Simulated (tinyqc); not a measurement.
The decay curve: photoconductance decay in a wafer: bulk and surface recombination modes, and iron detection by pair splitting. Computed by tinyqc, a small Python program. Command: `OMP_NUM_THREADS=1 python tinyqc.py 3110435 3110436 out.jsonl pcd walk`. One thread of a shared host (Intel(R) Xeon(R) Processor @ 2.30GHz), about 0.01 s of CPU time with the checks.

Both faces of the wafer have the same S; injection is low and all coefficients are constant. x runs from -W/2 to W/2.

Inputs (values chosen for the exercise, modelled on p-type silicon): thickness W = 300 micrometre; diffusivity D = 30.4 cm^2/s; bulk lifetime tau_b without iron = 6.2 microsecond; surface recombination velocity S = 34 cm/s; absorption coefficient alpha = 2600 1/cm.

Method:
- Even modes cos(a x) obey b tan b = S W/(2 D) with b = a W/2, odd modes sin(a x) obey -b cot b = S W/(2 D); each decays at the rate 1/tau_b + D a^2.
- tau_eff is the decay time of the first mode. The surface time is 1/(D a^2) of that mode; shortcuts for it are W/(2 S), W^2/(pi^2 D) and their sum, whose error is sum/surface time - 1.
- Light from one face makes n(x, 0) proportional to exp(-alpha (x + W/2)). Only even modes carry the thickness average: weight c_n = [sin b/b] int n cos(a x) dx / (int cos^2(a x) dx x mean n), with int exp(-alpha (x + W/2)) cos(a x) dx = [alpha cos b (1 - E) + a sin b (1 + E)]/(alpha^2 + a^2), E = exp(-alpha W), and int cos^2 = W/2 + sin(2 b)/(2 a).
- Mean density = sum_n c_n exp(-t/tau_n) over 60 modes; the local decay time is -1/(d ln n/dt).

W^2/(pi^2 D) = 2.99964 microsecond

tau_eff = 6.11455 microsecond

Decay:
```
t / (W^2/(pi^2 D))  t (microsecond)  mean density/start  local decay time (microsecond)
0.02                         0.0600             0.98904                          5.7155
0.05                         0.1500             0.97385                          5.8782
0.10                         0.3000             0.94953                          5.9674
0.20                         0.5999             0.90327                          6.0332
0.50                         1.4998             0.77880                          6.0918
1.00                         2.9996             0.60915                          6.1115
2.00                         5.9993             0.37295                          6.1145
```

What does the comparison show, and why?

The local decay time goes from 5.72 to 6.11 microsecond against tau_eff = 6.11.
